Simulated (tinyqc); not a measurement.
Scan in temperature at fixed frequency: admittance spectroscopy and thermally stimulated current of one trap level in a depletion layer. Computed by tinyqc, a small Python program. Command: `OMP_NUM_THREADS=1 python tinyqc.py 3110353 3110354 out.jsonl admit walk`. One thread of a shared host (Intel(R) Xeon(R) Processor @ 2.30GHz), about 0.01 s of CPU time with the checks.

A Schottky junction on n-type material holds one donor-like electron trap; shallow donors are fully ionised and abrupt depletion edges are assumed.

Inputs (values chosen for the exercise, modelled on n-type beta-Ga2O3):

| quantity | value | unit |
|---|---|---|
| dielectric constant eps | 10.2 | - |
| density-of-states mass m | 0.285 | m_0 |
| shallow doping N | 1.9e+16 | 1/cm^3 |
| trap density N_t | 1.2e+15 | 1/cm^3 |
| trap depth E_t below the band | 0.246 | eV |
| capture cross section sigma | 1.1e-14 | cm^2 |
| band bending V_b | 1.7 | V |
| test frequency f | 300000 | Hz |

Constants: k_B = 1.380649e-23 J/K; m_0 = 9.1093837015e-31 kg; h = 6.62607015e-34 J s; k_B = 8.617333262e-05 eV/K; eps_0 = 8.8541878128e-12 F/m; e = 1.602176634e-19 C.

Method:
- N_c = 2 (2 pi m k_B T/h^2)^(3/2), v_th = sqrt(3 k_B T/m), emission rate e_n = sigma v_th N_c exp(-E_t/(k_B T)).
- Where the level crosses the Fermi level capture equals emission, so the trap follows the signal with the rate 2 e_n; G/omega peaks at omega = 2 e_n (the correction for large N_t/N is left out).
- Solve 2 e_n(T_p) = 2 pi f.
- With E_c - E_F = k_B T_p ln(N_c/N): lambda = sqrt(2 eps eps_0 (E_t - (E_c - E_F))/(e^2 N)); traps are empty and charged for x < x_t = w - lambda, and V_b = e (N w^2 + N_t x_t^2)/(2 eps eps_0). High frequency: C_hf = eps eps_0/w. Low frequency: C_lf = eps eps_0 (N + N_t)/(N w + N_t x_t).
- With x = omega/(2 e_n): C = C_hf + (C_lf - C_hf)/(1 + x^2), G/omega = (C_lf - C_hf) x/(1 + x^2); C_hf and C_lf are held at their values at T_p.

peak temperature T_p = 217.187 K

C_hf = 28.8636 nF/cm^2

C_lf = 29.4003 nF/cm^2

Admittance:

| T (K) | omega/(2 e_n) | C (nF/cm^2) | G/omega (nF/cm^2) |
|---|---|---|---|
| 191.1 | 7.7695 | 28.872 | 0.06796 |
| 199.8 | 3.7087 | 28.900 | 0.13491 |
| 206.3 | 2.2177 | 28.954 | 0.20112 |
| 212.8 | 1.3658 | 29.051 | 0.25583 |
| 217.2 | 0.9991 | 29.132 | 0.26836 |
| 221.5 | 0.7443 | 29.209 | 0.25707 |
| 228.0 | 0.4865 | 29.298 | 0.21114 |
| 236.7 | 0.2849 | 29.360 | 0.14143 |
| 247.6 | 0.1531 | 29.388 | 0.08029 |

What does the comparison show, and why?

The peak of G/omega is half the step, 0.268 nF/cm^2. Its full width is near 2 ln(2 + sqrt3) k_B T_p^2/(E_t + 2 k_B T_p) = 37.8 K.

Extremes, crossings and ranges named in words are read from the listed rows.
